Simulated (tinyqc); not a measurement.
Gap and radiative efficiency from Jsc and Voc.

Problem. Photon flux above E from a black body at temperature T into a hemisphere: Phi(E, T) = A sum_k exp(-k E/th)[E^2 th/k + 2 E th^2/k^2 + 2 th^3/k^3], k = 1, 2, ..., with th = kB T/q in eV and A = 2 pi q^3/(h^3 c^2). A cell with a sharp absorption edge has Jsc = q fs X Phi(Eg, Ts) and Voc = Vt ln(1 + Jsc/J0), J0 = q ge Phi(Eg, T)/ERE. Find Eg and ERE.

Inputs (values chosen for the exercise):
```
symbol    value  unit                                    meaning
T           298     K                           cell temperature
Ts         7000     K          temperature of the black-body sun
fs      2.16e-5        share of the hemisphere filled by the sun
X           100                                    concentration
ge            1                        number of faces that emit
```

Constants: q = 1.602176634e-19 C, kB = 1.380649e-23 J/K, h = 6.62607015e-34 J s, c = 299792458 m/s, Vt = kB T/q. Results are converted to the units shown.

Jsc = 12447.0348 mA/cm^2
Voc = 0.831032610 V

Answer. Phi falls steadily with E, so Jsc fixes Eg; Voc gives J0, and its ratio to the radiative dark current is 1/ERE.

Eg = 0.980 eV
ERE = 0.100

Computed by the program tinyqc: `OMP_NUM_THREADS=1 python tinyqc.py 2820034 2820035 out.jsonl`, one thread of a shared Intel Xeon 2.30GHz, about 0.01 s for the whole run.
